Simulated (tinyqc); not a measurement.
Worked calculation: sp3 tight binding, zinc-blende lattice. One step of it, computed by the program tinyqc.

Question. Levels at G. Diagonalise the Hermitian matrix.

H(k) at G (eV), order a s, a px, a py, a pz, c s, c px, c py, c pz:
$$\begin{pmatrix}
-11.540000 & 0.000000 & 0.000000 & 0.000000 & -7.935584 & 0.000000 & 0.000000 & 0.000000 \\
0.000000 & -5.660000 & 0.000000 & 0.000000 & 0.000000 & 1.923778 & 0.000000 & 0.000000 \\
0.000000 & 0.000000 & -5.660000 & 0.000000 & 0.000000 & 0.000000 & 1.923778 & 0.000000 \\
0.000000 & 0.000000 & 0.000000 & -5.660000 & 0.000000 & 0.000000 & 0.000000 & 1.923778 \\
-7.935584 & 0.000000 & 0.000000 & 0.000000 & -11.540000 & 0.000000 & 0.000000 & 0.000000 \\
0.000000 & 1.923778 & 0.000000 & 0.000000 & 0.000000 & -5.660000 & 0.000000 & 0.000000 \\
0.000000 & 0.000000 & 1.923778 & 0.000000 & 0.000000 & 0.000000 & -5.660000 & 0.000000 \\
0.000000 & 0.000000 & 0.000000 & 1.923778 & 0.000000 & 0.000000 & 0.000000 & -5.660000
\end{pmatrix}$$

Give: eigenvalues.

Answer.

eigenvalues (eV): [-19.4756, -7.5838, -7.5838, -7.5838, -3.7362, -3.7362, -3.7362, -3.6044]
